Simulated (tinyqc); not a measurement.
## p-type polysilicon, carrier trapping at grain boundaries: effect of the trap density of a grain boundary

One-dimensional grains of size Lg, uniform ionised doping N, monovalent traps Qt at each boundary at a depth Et below (for electrons) or above (for holes) the band edge there, abrupt depletion of width W on each side of a boundary, Boltzmann statistics. xi is the distance from the band edge at the grain centre to the Fermi level. Trapped charge Qt/(1 + exp((xi + VB - Et)/Vt)) = 2 N W, barrier VB = q N W^2/(2 eps0 eps_r).

If the trap equation with xi = Vt ln(NB/N) has a root W < Lg/2, the grain is partly depleted; otherwise W = Lg/2 and the trap equation gives xi = Et - VB + Vt ln(Qt/(N Lg) - 1). N* = Qt/Lg. n0 = NB exp(-xi/Vt); mean density n0 (1 - 2 W/Lg) by charge balance in a partly depleted grain, and n0 (sqrt(pi)/2) erf(u)/u with u = sqrt(VB/Vt) in a fully depleted one; v = sqrt(kB T/(2 pi ms m0)); barrier resistivity Vt exp(VB/Vt)/(q fe n0 v Lg); grain resistivity (1 - 2 W/Lg)/(q n0 mug); effective mobility 1/(q mean density total resistivity). Rows with xi above 0.45 V, towards mid-gap, are left out, since the other carrier type is ignored.

Inputs (values chosen for the exercise); values of the order met in polycrystalline silicon:
- T = 300 K (temperature)
- eps_r = 11.7 (relative permittivity)
- NB = 2.65e19 cm^-3 (valence-band density of states at T)
- Lg = 22 nm (grain size)
- Et = 0.48 eV (depth of the trap level from the majority band edge at the boundary)
- ms = 0.34 m0 (mass for thermionic emission)
- fe = 0.25 (correction factor of the emission rate)
- mug = 60 cm^2/(V s) (mobility inside the grains)
- N = 2.2e18 cm^-3 (doping)

Constants: q = 1.602176634e-19 C, kB = 1.380649e-23 J/K, m0 = 9.1093837015e-31 kg, Vt = kB T/q, eps0 = 8.8541878128e-14 F/cm where lengths are in cm. Results are converted to the units shown.

Effect of the trap density of a grain boundary:
columns A: Qt (cm^-2); B: N/N*; C: depleted share 2 W/Lg; D: VB (V); E: xi (V); F: mean density (cm^-3); G: resistivity (ohm cm); H: effective mobility (cm^2/(V s))
```
A            B        C         D        E         F        G       H
2e11     24.20  0.04132  3.515e-4  0.06434  2.109e18  0.07463   39.65
3.4e11   14.24  0.07025  0.001016  0.06434  2.045e18  0.07403   41.22
5.7e11   8.491   0.1178  0.002855  0.06434  1.941e18  0.07400   43.46
9.7e11   4.990   0.2004  0.008268  0.06434  1.759e18  0.07761   45.72
1.6e12   3.025   0.3306   0.02250  0.06434  1.473e18   0.1007   42.10
2.8e12   1.729   0.5785   0.06889  0.06434  9.273e17   0.4352   15.47
4.7e12   1.030   0.9709    0.1940  0.06434  6.404e16    52.57   1.854
8e12    0.6050    1.000    0.2059   0.2631  3.162e14  1.814e5  0.1088
```

What does the table show?

As Qt goes from 2e11 to 8e12, VB rises from 3.51e-4 to 0.206 V, the resistivity goes from 0.0746 through a minimum of 0.0740 (at Qt = 5.7e11 among the rows listed) to 1.81e5 ohm cm and the effective mobility goes from 39.7 through a maximum of 45.7 (at Qt = 9.7e11 among the rows listed) to 0.109 cm^2/(V s). For Qt = 2e11, 3.4e11, 5.7e11, 9.7e11, 1.6e12, 2.8e12, 4.7e12 xi is under 2.5 Vt, where Boltzmann statistics begin to fail. For Qt = 2e11, 3.4e11, 5.7e11, 9.7e11, 1.6e12 VB is below Vt, where abrupt depletion and thermionic emission are rough. For Qt = 4.7e12 the grain is near the changeover between partial and full depletion, within a few Debye lengths, where both limits are rough.

Computed by the program tinyqc: `OMP_NUM_THREADS=1 python tinyqc.py 2830095 2830096 out.jsonl`, one thread of a shared Intel Xeon 2.30GHz, about 0.01 s for the whole run.
